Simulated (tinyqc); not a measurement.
Quantum-confined Stark effect in a modulator well, step by step. Values are carried at full precision from step to step, so a last printed digit may differ when a step is redone from the rounded ones.

Constants: hbar^2/2m0 = 3.80998211 eV angstrom^2; e^2/(4 pi eps0) = 14.39964547 eV angstrom; hc = 1239.841984 eV nm.

Inputs chosen for the exercise (near those of a Ge well in SiGe, direct gap; not measured data): L = 92 angstrom (well width); me = 0.0419 m0 (electron, well); mh = 0.208 m0 (heavy hole along z, well); F = 55 kV/cm (field); Vc = 0.351 eV (conduction offset); Vv = 0.103 eV (heavy-hole offset); meb = 0.0561 m0 (electron, barrier); mhb = 0.221 m0 (heavy hole, barrier); Eg = 0.853 eV (gap of the well); mp = 0.073 m0 (heavy hole in the plane); eps = 15.8 (dielectric constant); dE = 12 meV (operating point below the zero-field line); G = 6 meV (half width of the exciton line).

## Estimate for hard walls

Second order: each level moves by -C m (e F)^2 L^4/(2c), C = (15/pi^2 - 1)/(24 pi^2), c = hbar^2/2m0, 1 kV/cm = 1e-5 eV/angstrom. It holds while e F L is no more than about twice 3 c pi^2/(m L^2).

Estimate:
```
carrier     shift (meV)  e F L over the level spacing
electron          -0.26                          0.16
heavy hole        -1.30                          0.79
```

The hole, 5.0 times heavier, carries 83 % of the estimated shift; for hard walls second order errs by about 2 % at a ratio of 1 and 13 % at 3.

## Levels and envelopes

Envelopes on cells of 0.5 angstrom over the well |z| < L/2 and 45 angstrom of barrier on each side, psi = 0 beyond, psi'/m continuous (mean mass between points), c = hbar^2/2m0. The electron sees + e F z and the hole - e F z, each with its offset in the barriers; 1 kV/cm = 1e-5 eV/angstrom. Light holes, band mixing and escape by tunnelling are left out.

Ground levels, squared overlap and separation <z>_h - <z>_e without and with the field.

Results:
```
F (kV/cm)  E_e (meV)  E_h (meV)  overlap^2  separation (angstrom)
0              53.55      12.57      0.997                    0.0
55             52.45       8.60      0.851                   17.9
```

The electron level moves by -1.10 meV (4.2 times the hard-wall estimate, since it leaks into the barriers and sees a wider well) and the hole level by -3.96 meV (3.05 times).

## Exciton

Exciton: in-plane function exp(-rho/lam), 1/mu = 1/me + 1/mp, E(lam) = c/(mu lam^2) - (q/eps) times the integral over k of Fm(k)(1 + (k lam/2)^2)^(-3/2), Fm(k) the double integral of psi_e^2 psi_h^2 exp(-k |z - z'|), q = e^2/(4 pi eps0); binding Eb = -E at the minimum. Line at Eg + E_e + E_h - Eb, strength proportional to overlap^2/lam^2.

Minimise over lam without and with the field.

Results:
```
F (kV/cm)  lam (angstrom)  Eb (meV)  line (eV)      nm  overlap^2/lam^2 (1e-4/angstrom^2)
0                   219.8      3.98     0.9151  1354.8                             0.2064
55                  225.6      3.85     0.9102  1362.2                             0.1672
```

The weaker binding gives back 0.12 meV of the red shift, leaving 4.9 meV; the strength falls to 81 %.

## Contrast at the operating point

With a Gaussian line of half width G, the absorption at E_op = line(0) - dE is proportional to strength x exp(-ln2 ((E_op - line)/G)^2); continuum absorption is left out. Give it at both fields, relative to the zero-field peak.

E_op = 0.9031 eV
wavelength = 1372.8 nm

absorption without and with the field: 0.062  0.31

The field changes the absorption by +0.25 of the zero-field peak. The zero-field tail still absorbs here, since dE is no more than 2G, which costs insertion loss.

## Checks

- Zero-field levels against the matching condition of the square well, meV: largest difference 1.3e-01.
- Slope d(E_e + E_h)/dF against minus the separation (Hellmann-Feynman), angstrom: both -17.9.

tinyqc: `OMP_NUM_THREADS=1 python tinyqc.py 1281288 1281289 out.jsonl`; about 0.2 s, one thread, shared Intel(R) Xeon(R) Processor @ 2.30GHz.
